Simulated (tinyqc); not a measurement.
# Worked calculation: MOSFET in the linear regime without short-channel effects, parameter extraction from computed curves

tinyqc, about 0.01 s, one thread, Intel Xeon 2.30GHz (shared host): `OMP_NUM_THREADS=1 python tinyqc.py 2210058 2210059 out.jsonl` Printed values are rounded.

Inversion charge Q = Cox n Vt W0(exp((Vg - VT)/(n Vt))), W0 the Lambert function and n = nf; u = Q/Cox; mobility mu = mu0/(1 + th1 u + th2 u^2); channel resistance Rch = (L - dL)/(W mu Q); Id = Vd/(Rch + Rsd/W). Cox = eps0 eox/tox. Small Vd, no channel-length or drain effects.

Inputs (values chosen for the exercise); channel values of the order met in silicon transistors:
- T = 400 K (temperature)
- eox = 22.6 (relative permittivity of the gate insulator (close to hafnium oxide))
- tox = 11 nm (insulator thickness)
- mu0 = 130 cm^2/(V s) (low-field mobility)
- th1 = 0.12 1/V (first mobility attenuation factor)
- th2 = 0 1/V^2 (second mobility attenuation factor)
- VT = 0.64 V (threshold voltage)
- nf = 1.35 (body factor)
- W = 1 um (gate width)
- L = 0.054 um (drawn gate length)
- dL = 0.008 um (drawn less effective length)
- Rsd = 210 ohm um (source plus drain resistance)
- Vd = 0.02 V (drain voltage)

Constants: q = 1.602176634e-19 C, kB = 1.380649e-23 J/K, Vt = kB T/q, eps0 = 8.8541878128e-14 F/cm where lengths are in cm. Results are converted to the units shown.

## Transfer curve

Vg, point 0 to 10 (V): [0.34, 0.49, 0.64, 0.79, 0.94, 1.09, 1.24, 1.39, 1.54, 1.69, 1.84]

u, mu, Rch and Id as defined.

```
point       u (V)  mu (cm^2/(V s))  Rch (ohm)     Id (uA)
0      7.36550e-5          129.999  2.64090e6  0.00757258
1      0.00178314          129.972  1.09108e5    0.182952
2       0.0263912          129.590    7393.73     2.63029
3        0.109977          128.307    1792.02     9.98990
4        0.226382          126.562    882.570     18.3055
5        0.355395          124.683    570.659     25.6194
6        0.490410          122.775    419.976     31.7472
7        0.628840          120.878    332.663     36.8553
8        0.769450          119.011    276.137     41.1406
9        0.911563          117.182    236.726     44.7701
10        1.05477          115.394    207.754     47.8750
```

## Threshold and mobility at the peak transconductance

gm_i = (Id_(i+1) - Id_(i-1))/(Vg_(i+1) - Vg_(i-1)); at the point j of largest gm the tangent meets the axis at V_ext = Vg_j - Id_j/gm_j; field-effect mobility gm_j L/(W Cox Vd) with the drawn L.

gm, point 1 to 9 (uS): [8.74238, 32.6898, 52.2506, 52.0983, 44.8059, 37.4530, 31.3114, 26.3828, 22.4479]
j = 3
V_ext = 0.598808 V
field-effect mobility = 77.5515 cm^2/(V s)

V_ext is 41 mV below the model VT, and the mobility so found is 49 % below mu0 L/(L - dL) = 153 cm^2/(V s), the value for the drawn L; attenuation, series resistance and the slow approach of Q to a straight line all lower the peak gm.

## The Y function

Y_i = Id_i/sqrt(gm_i). For Id = beta Vd x/(1 + th x), x = Vg - VT, Y = sqrt(beta Vd) x whatever th. Slope s from points 6 and 9; VT_Y = Vg - Y/s at point 9; beta = s^2/Vd; mobility beta L/(W Cox) with the drawn L; th* = (beta Vd x/Id - 1)/x at point 9.

Y, point 1 to 9 (uA^0.5 V^0.5): [0.0618762, 0.460041, 1.38202, 2.53611, 3.82737, 5.18755, 6.58641, 8.00960, 9.44932]
s = 9.47059 uA^0.5 V^-0.5
VT_Y = 0.692246 V
beta = 4484.60 uA/V^2
mobility from Y = 133.123 cm^2/(V s)
th* = 1.00114 1/V

The mobility from Y is 13 % below mu0 L/(L - dL) = 153 cm^2/(V s), which it should reach in deep inversion when th2 = 0. th* compares with th1 + mu0 Cox Rsd/(L - dL) = 1.20 1/V, since series resistance enters like th1. The match is poor here: at these overdrives Q is not yet a straight line in Vg.
